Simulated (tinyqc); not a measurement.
How thick the regions must be: ionisation potential and affinity of a slab from the planar-averaged potential.

A model of the planar-averaged electrostatic energy of an electron in a periodic cell of N1 periods of A (L1 = N1 n1 h) and N2 periods of vacuum (L2 = N2 n2 h), on z_j = j h: V(z) = f VA + (1 - f) VB + F t(z), VA = V1[0] + V1[1] cos(2 pi z/(n1 h)) + V1[2] cos(4 pi z/(n1 h)), VB the same with V2, n2 and z - L1. f = [tanh(z/w) - tanh((z - L1)/w) + tanh((z - L1 - L2)/w)]/2 + 1/2; t(z) = z - L1/2 in A and (L1/L2)(L1 + L2/2 - z) beyond, so that the cell is periodic.

Running mean over n points, periodic: for odd n the plain mean of the n points centred on j; for even n the n + 1 points with half weight at both ends. The macroscopic average applies the mean over n1 points and then over n2 points.

Parameters, chosen for this exercise (gap near that of Si; not measured data):
```
symbol  value                 unit      meaning
h       0.25                  angstrom  grid step
n1      7                               grid points per period of A
n2      6                               grid points per period of the vacuum filter
V1      (-7.36, 4.89, -0.28)  eV        mean and two harmonics of the potential in A
V2      (0, 0, 0)             eV        the same in vacuum
w       0.45                  angstrom  width of the interfaces
```

N1 = N2 = N, no slope (F = 0); dV is read at j = floor(N n1/2) and N n1 + floor(N n2/2). The exact value is V2[0] - V1[0].

Results:
```
N,L1 (angstrom),dV (eV),error (meV)
1,1.75,3.7569,-3603.07
3,5.25,7.3379,-22.10
4,7.00,7.3593,-0.73
5,8.75,7.3600,-0.03
6,10.50,7.3600,0.00
```

Give the missing row, N = 2.

Computed row:
```
N  L1 (angstrom)  dV (eV)  error (meV)
2           3.50   6.8178      -542.19
```

The error is below 10 meV from N = 4 on. The two windows together span 3.25 angstrom and must fit between the interface tails, which fall as exp(-2 z/w); the errors at N = 2, 3 and 4 are -542.19, -22.10 and -0.73 meV.

Program tinyqc; command `OMP_NUM_THREADS=1 python tinyqc.py 1850263 1850264 out.jsonl`; about 0.01 s on one thread of a shared Intel(R) Xeon(R) Processor @ 2.30GHz.
